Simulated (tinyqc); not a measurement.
Inside a calculation. Method: RHF in the 6-311g basis, for H-, spin multiplicity 1. The basis has no diffuse functions, so it cannot describe the extra electron: this is an exercise in the method, not the real anion. One step of it, computed by the program tinyqc.

Question. Iteration 1: building the Fock matrix. J_ij = sum D_kl (ij|kl), K_ij = sum D_kl (ik|jl); F = H + J - 0.5 K; E = tr D H + tr D J / 2 - 0.25 tr D K + E_nn.

D at the start:
```
,1H 1s,1H 2s,1H 3s
1H 1s,4.701126,-5.905105,2.631088
1H 2s,-5.905105,7.417430,-3.304921
1H 3s,2.631088,-3.304921,1.472546
```

core Hamiltonian H = T + V (hartree):
```
,1H 1s,1H 2s,1H 3s
1H 1s,0.193252,-0.511607,-0.408648
1H 2s,-0.511607,-0.422143,-0.397930
1H 3s,-0.408648,-0.397930,-0.357384
```

Two-electron integrals (ij|kl) in chemists' order, unique and non-zero (hartree):
```
i,j,k,l,(ij|kl)
1,1,1,1,1.393035
2,1,1,1,0.822971
2,1,2,1,0.509703
2,2,1,1,0.822904
2,2,2,1,0.543028
2,2,2,2,0.644106
3,1,1,1,0.411256
3,1,2,1,0.257757
3,1,2,2,0.279868
3,1,3,1,0.130794
3,2,1,1,0.543681
3,2,2,1,0.365771
3,2,2,2,0.452669
3,2,3,1,0.189803
3,2,3,2,0.325140
3,3,1,1,0.494021
3,3,2,1,0.340115
3,3,2,2,0.445993
3,3,3,1,0.178035
3,3,3,2,0.331779
3,3,3,3,0.361682
```

nuclear repulsion = 0 hartree

Give: Coulomb J; exchange K; Fock matrix F; total energy of this density.

Answer.

Coulomb J (hartree):
```
,1H 1s,1H 2s,1H 3s
1H 1s,2.2311,1.3166,0.6610
1H 2s,1.3166,1.3703,0.9319
1H 3s,0.6610,0.9319,0.8902
```

exchange K (hartree):
```
,1H 1s,1H 2s,1H 3s
1H 1s,1.2630,0.2819,0.0686
1H 2s,0.2819,0.1720,0.0911
1H 3s,0.0686,0.0911,0.0614
```

Fock matrix F (hartree):
```
,1H 1s,1H 2s,1H 3s
1H 1s,1.7929,0.6640,0.2180
1H 2s,0.6640,0.8622,0.4884
1H 3s,0.2180,0.4884,0.5021
```

total energy of this density = 4.706306 hartree

This density is the starting one.
